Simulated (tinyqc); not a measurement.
From one barrier to a miniband: Kronig-Penney superlattice by transfer matrices.

Wells (width a, potential 0, mass mw) alternate with barriers (width b, height V0, mass mb); period d = a + b; c = hbar^2/2m0. The vector (psi, psi'/m) is continuous, and a layer of thickness t carries it by M = [[cos kt, (m/k) sin kt], [-(k/m) sin kt, cos kt]] with k = sqrt(m (E - V)/c); for E < V, k = i kappa gives [[cosh, (m/kappa) sinh], [(kappa/m) sinh, cosh]] of kappa t. A Bloch state obeys cos(q d) = tr(Mb Mw)/2.

Constants: hbar^2/2m0 = 3.80998211 eV angstrom^2.

Parameters, chosen for this exercise (near those of a non-polar GaN superlattice with barriers of AlGaN; not measured data):
```
symbol  value  unit      meaning
a       26     angstrom  well width
b       15     angstrom  barrier width
V0      0.57   eV        barrier height
mw      0.195  m0        mass in the wells
mb      0.246  m0        mass in the barriers
```

Transmission through N barriers separated by wells, between leads of the well material: T = 4/[(M11 + M22)^2 + (u M12 - M21/u)^2] with u = k/mw and M the product over all layers; twelve evenly spaced energies around the first miniband.

Transmission:
```
E (eV)    tr M/2 of a period   N = 1     N = 2     N = 4     N = 8
0.104123               2.114  0.0150  0.000853  3.39e-06  5.42e-11
0.108022               1.647  0.0157   0.00147  1.88e-05  3.24e-09
0.111922               1.203  0.0165   0.00289  0.000202  1.32e-06
0.115821               0.782  0.0172   0.00711    0.0350    0.0110
0.119721               0.383  0.0180    0.0303    0.0154      1.00
0.123620               0.005  0.0187     0.995     0.981     0.929
0.127519              -0.352  0.0195    0.0385    0.0174     0.208
0.131419              -0.690  0.0203    0.0108     0.536     0.226
0.135318              -1.008  0.0211   0.00528   0.00125  0.000246
0.139218              -1.307  0.0219   0.00327  0.000140  3.07e-07
0.143117              -1.588  0.0227   0.00230  3.52e-05  8.74e-09
0.147016              -1.852  0.0236   0.00176  1.28e-05  6.98e-10
```

What can be read from this table?

5 of the energies lie in the miniband (|tr M/2| <= 1); there T for N = 8 runs between 0.011 and 1. In the gaps it falls with N: at E = 0.1470 eV from 1.28e-05 (N = 4) to 6.98e-10 (N = 8), a slope of ln T of -2.45 a period, against -2 arccosh|tr M/2| = -2.45.

(tinyqc, `OMP_NUM_THREADS=1 python tinyqc.py 1252551 1252552 out.jsonl`, Intel(R) Xeon(R) Processor @ 2.30GHz, 1 thread, shared host, about 0.08 s.)
